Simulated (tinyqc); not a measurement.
# Doping and thickness from pinch-off voltage and conductance

Question. A uniform channel has Vp = q Nd a^2/(2 eps0 eps_r) and G0 = q mu Nd a W/L. Find a and Nd.

Inputs (values chosen for the exercise); material values close to those of 4H silicon carbide: relative permittivity of the semiconductor eps_r = 9.78; low-field mobility at this doping mu = 660 cm^2/(V s); gate length L = 5 um; gate width W = 50 um.

Constants: q = 1.602176634e-19 C, eps0 = 8.8541878128e-14 F/cm where lengths are in cm. Results are converted to the units shown.

Vp = 1.2255841 V
G0 = 0.58370499 mS

Answer. G0 gives the product Nd a and Vp gives Nd a^2; their ratio is a.

a = 240 nm
Nd = 2.30e16 cm^-3

Numbers from tinyqc (`OMP_NUM_THREADS=1 python tinyqc.py 2500132 2500133 out.jsonl`; about 0.06 s on one thread of a shared Intel Xeon 2.30GHz).
